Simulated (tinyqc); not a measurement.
Energy and delay of logic against supply voltage: one step of the calculation.

One expression serves below and above threshold: I(Vg) = Ik [ln(1 + exp((Vg - VT + dd V)/(al nf Vt)))]^al, with I_on = I(V) and I_off = I(0). Gate delay td = kd C V/I_on, clock period LD td. Per gate and cycle the switching energy is act C V^2 and the leakage energy I_off V LD td. No short-circuit current, no variation. Minima are sought above 0.09 V; below a few Vt gates no longer switch and the model has no meaning.

Question. New V. Minimum-energy supply: E(V) is the energy per gate and cycle; with h = 0.001 V, E' = (E(V + h) - E(V - h))/(2 h), E'' = (E(V - h) - 2 E(V) + E(V + h))/h^2, V(new) = V - E'/E''.

Values chosen for this exercise; values of the order met in logic technologies: temperature T = 358 K; threshold voltage at zero drain bias VT = 0.25 V; slope factor nf = 1.16; barrier lowering per volt of supply dd = 0.09; specific current of a gate Ik = 0.48 uA; exponent of the current law al = 1.46; load capacitance of a gate C = 1.7 fF; delay factor kd = 0.8; logic depth LD = 20; activity factor act = 0.02.

Constants: q = 1.602176634e-19 C, kB = 1.380649e-23 J/K, Vt = kB T/q. Results are converted to the units shown.

V after iteration 1 = 0.23698497 V

Wanted: E'; E''; V after iteration 2.

Answer.

E' = -21.600 aJ/V
E'' = 706.10 aJ/V^2
V after iteration 2 = 0.26758 V

Program tinyqc, `OMP_NUM_THREADS=1 python tinyqc.py 2082012 2082013 out.jsonl`; Intel Xeon 2.30GHz, shared host, one thread, about 0.01 s.
